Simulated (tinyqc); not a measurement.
k.p theory built from an empirical-pseudopotential calculation at Gamma: one step. The mass from the table. Five cases, with inputs chosen for the exercise.

Question. A is the s-like conduction level at Gamma of a pseudopotential calculation, W its squared momentum coupling to multiplet B, and 1/m = 1 + sum_B W/(E_A - E_B). Add the last column, the sum over the higher multiplets and 1; two levels alone means 1 + W/E of multiplet 2 (whose E_B is 0).

Give: 1/m; m; m from two levels.

Case 1.

Couplings:

| multiplet B | degeneracy | E_B (eV) | W (eV) | W/(E_A - E_B) |
|---|---|---|---|---|
| 2 | 3 | 0.000000 | 20.017510 | 14.376558 |
| 7 | 3 | 11.861354 | 0.192426 | -0.018381 |
| 10 | 3 | 26.674941 | 0.453485 | -0.017937 |
| 17 | 3 | 41.497946 | 0.020495 | -0.000511 |
| 23 | 3 | 42.975867 | 0.008697 | -0.000209 |
| 25 | 3 | 48.368878 | 0.009514 | -0.000203 |
| 34 | 3 | 77.674310 | 0.031304 | -0.000410 |
| 38 | 3 | 80.121950 | 0.008827 | -0.000112 |

sum over the higher multiplets = -0.000143
E_A = 1.392372 eV

Answer.

1/m = 15.339
m = 0.0652 m0
m from two levels = 0.0650 m0

Case 2.

Couplings:

| multiplet B | degeneracy | E_B (eV) | W (eV) | W/(E_A - E_B) |
|---|---|---|---|---|
| 2 | 3 | 0.000000 | 21.517761 | 5.478342 |
| 7 | 3 | 12.369243 | 0.034919 | -0.004137 |
| 11 | 3 | 29.168216 | 0.480992 | -0.019056 |
| 20 | 3 | 45.949784 | 0.084265 | -0.002005 |
| 22 | 3 | 46.682509 | 0.100948 | -0.002361 |
| 25 | 3 | 52.173220 | 0.022252 | -0.000461 |
| 34 | 3 | 84.960007 | 0.049503 | -0.000611 |
| 38 | 3 | 87.818969 | 0.034955 | -0.000417 |

sum over the higher multiplets = -0.000339
E_A = 3.927787 eV

Answer.

1/m = 6.449
m = 0.1551 m0
m from two levels = 0.1544 m0

Case 3.

Couplings:

| multiplet B | degeneracy | E_B (eV) | W (eV) | W/(E_A - E_B) |
|---|---|---|---|---|
| 2 | 3 | 0.000000 | 18.696554 | 7.170733 |
| 4 | 3 | 5.072328 | 0.107684 | -0.043685 |
| 7 | 3 | 13.604828 | 0.255388 | -0.023222 |
| 11 | 3 | 29.948983 | 0.243900 | -0.008920 |
| 12 | 3 | 31.058143 | 0.397415 | -0.013969 |
| 15 | 3 | 45.027784 | 0.017615 | -0.000415 |
| 17 | 3 | 45.560600 | 0.000395 | -0.000009 |
| 19 | 3 | 46.929608 | 0.010440 | -0.000236 |

sum over the higher multiplets = -0.002896
E_A = 2.607342 eV

Answer.

1/m = 8.077
m = 0.1238 m0
m from two levels = 0.1224 m0

Case 4.

Couplings:

| multiplet B | degeneracy | E_B (eV) | W (eV) | W/(E_A - E_B) |
|---|---|---|---|---|
| 2 | 3 | 0.000000 | 21.283032 | 5.238023 |
| 7 | 3 | 12.513239 | 0.025517 | -0.003020 |
| 11 | 3 | 29.199263 | 0.500469 | -0.019910 |
| 20 | 3 | 46.094196 | 0.151506 | -0.003605 |
| 22 | 3 | 46.893708 | 0.037480 | -0.000875 |
| 25 | 3 | 52.421256 | 0.024728 | -0.000511 |

sum over the higher multiplets = 0
E_A = 4.063180 eV

Answer.

1/m = 6.210
m = 0.1610 m0
m from two levels = 0.1603 m0

Case 5.

Couplings:

| multiplet B | degeneracy | E_B (eV) | W (eV) | W/(E_A - E_B) |
|---|---|---|---|---|
| 2 | 3 | 0.000000 | 18.319501 | 12.936698 |
| 4 | 3 | 4.391297 | 0.011580 | -0.003892 |
| 7 | 3 | 12.697206 | 0.207104 | -0.018358 |
| 10 | 3 | 27.334145 | 0.365903 | -0.014118 |
| 12 | 3 | 27.983106 | 0.196042 | -0.007379 |
| 15 | 3 | 41.049828 | 0.022796 | -0.000575 |
| 16 | 3 | 41.836263 | 0.000163 | -0.000004 |
| 19 | 3 | 42.580556 | 0.008274 | -0.000201 |

sum over the higher multiplets = -0.001705
E_A = 1.416088 eV

Answer.

1/m = 13.890
m = 0.0720 m0
m from two levels = 0.0718 m0

Computed by tinyqc, one run a case: `OMP_NUM_THREADS=1 python tinyqc.py N N+1 out.jsonl` with N = 1080808, 1080985, 1081128, 1081151, 1081177; one thread of a shared Intel(R) Xeon(R) Processor @ 2.30GHz, about 0.7 s a run at most.
